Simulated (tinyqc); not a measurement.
MOSFET in saturation, small-signal circuit and noise: one step of the calculation.

Bias by the inversion coefficient IC = I/Ispec (charge-based model with velocity saturation; weak inversion below 0.1, strong above 10). Common-source circuit: gm, gds, Cgs, Cgd and Cj at the inner nodes, Rg in series with the gate; quasi-static, no source or drain resistance, no gate-body capacitance, no substrate network, no induced gate noise, so fmax is an upper estimate.

Task. Capacitances, gate resistance and cut-off frequencies. qs = [sqrt(1 + 4 IC) - 1]/2, Cgs = Cox W L qs (2 qs + 3)/(3 (qs + 1)^2) + Cov W, Cgd = Cov W, Cd = Cj W, Rg = Rsh (Wf/L)/(12 Nf) + Rc/W with Nf = W/Wf fingers (not rounded) contacted at both ends. fT = gm/(2 pi (Cgs + Cgd)), fmax = fT/(2 sqrt(Rg (gds + 2 pi fT Cgd))).

Inputs (values chosen for the exercise):
```
symbol,value,unit,meaning
L,65,nm,gate length
W,80,um,total gate width
Cox,0.62,uF/cm^2,gate capacitance
Cov,0.22,fF/um,overlap and fringe capacitance per side
Cj,0.46,fF/um,drain junction capacitance
Rsh,8,ohm,sheet resistance of the gate
Wf,4,um,finger width
Rc,200,ohm um,gate contact and vertical resistance
IC,0.68,,inversion coefficient
```

gm = 5.4324458 mS
gds = 0.48348767 mS

Give: Cgs; Cgd; Cd; Rg; fT; fmax.

Result.

Cgs = 26.743 fF
Cgd = 17.600 fF
Cd = 36.800 fF
Rg = 4.5513 ohm
fT = 19.498 GHz
fmax = 88.945 GHz

Overlap and fringe make up 79.4 % of the gate capacitance; fmax is 4.56 times fT.

tinyqc, about 0.01 s, one thread, Intel Xeon 2.30GHz (shared host): `OMP_NUM_THREADS=1 python tinyqc.py 2150037 2150038 out.jsonl`
